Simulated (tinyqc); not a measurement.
Bandgap voltage reference from two bipolar transistors: two steps of the calculation.

Two transistors of area 1 and N carry the same current I. Is(T) = Is (T/T0)^eta exp[(Vg0 q/kB)(1/T0 - 1/T)], VBE1 = Vt ln(I/Is(T)) + I rb, VBE2 = Vt ln(I/(N Is(T))) + I rb/N. The amplifier forces I R1(T) = VBE1 - VBE2 + Vos, with R(T) = R (1 + tc (T - T0)) for both resistors, and the output is Vref = VBE1 + I R2(T). Base currents and the Early effect are neglected.

Parameters, values chosen for the exercise; values of the order met in silicon bipolar transistors:
- T0 = 323 K (reference temperature)
- Vg0 = 1.176 V (band-gap voltage extrapolated to 0 K)
- eta = 4.3 (temperature exponent of the saturation current)
- Is = 8e-18 A (saturation current of the unit transistor at T0)
- N = 8 (area ratio of the second transistor)
- R1 = 11 kohm (resistor across which the difference of VBE falls, at T0)
- tc = -200 ppm/K (temperature coefficient of both resistors)
- Vos = -2.2 mV (offset of the amplifier)
- rb = 0 ohm (series resistance of the unit transistor)
- R2 = 93.76 kohm (output resistor at T0)

Constants: q = 1.602176634e-19 C, kB = 1.380649e-23 J/K. Results are converted to the units shown.

Task 1. Operating point at the reference temperature. Vt = kB T/q; I = (Vt ln N + Vos)/(R1(T) - rb (1 - 1/N)). Evaluate at T = T0.

Give: Vt; I; Is(T); VBE1; I R2; Vref.

Result 1.

Vt = 0.02783 V
I = 5.062 uA
Is(T) = 8.000e-18 A
VBE1 = 0.7563 V
I R2 = 0.4746 V
Vref = 1.231 V

Task 2. Resistor for zero slope at T0, ideal case. With tc = 0, Vos = 0 and rb = 0 the current is proportional to T, dVBE/dT = (VBE - Vg0 - (eta - 1) Vt)/T, and Vref has zero slope at T0 when Vref = Vg0 + (eta - 1) Vt0. Find VBE1, its slope, that Vref, R2/R1 and the curvature d2Vref/dT2 = -(eta - 1) kB/(q T0).

Find: VBE1; dVBE/dT; Vref; R2/R1; curvature.

Result 2.

VBE1 = 0.75742 V
dVBE/dT = -1.5803 mV/K
Vref = 1.2679 V
R2/R1 = 8.8189
curvature = -0.88041 uV/K^2

Program tinyqc, `OMP_NUM_THREADS=1 python tinyqc.py 2062155 2062156 out.jsonl`; Intel Xeon 2.30GHz, shared host, one thread, about 0.02 s.
